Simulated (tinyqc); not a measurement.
Worked calculation: Jacobi rotations on a symmetric matrix. One step of it, computed by the program tinyqc.

Problem. Jacobi rotation 2. Take the largest off-diagonal element A_pq; tan 2 theta = 2 A_pq / (A_qq - A_pp) with |theta| <= pi/4; A' = J^T A J with J_pp = J_qq = cos, J_pq = sin, J_qp = -sin.

A', lower triangle:
```
           1          2          3         4         5
1   1.331884
2  -0.431123   2.012000
3   0.781126   0.493000   2.626000
4   0.000000  -0.605903   0.035767  3.574116
5  -0.269343   0.255000  -0.700000  0.764284  3.707000
```

Give: p, q, theta; A'.

Solution.

p, q, theta (rad): 1.0000  3.0000  0.4395

A', lower triangle:
```
         1        2        3       4       5
1   0.9646
2  -0.5999   2.0120
3   0.0000   0.2627   2.9933
4  -0.0152  -0.6059   0.0324  3.5741
5   0.0541   0.2550  -0.7481  0.7643  3.7070
```
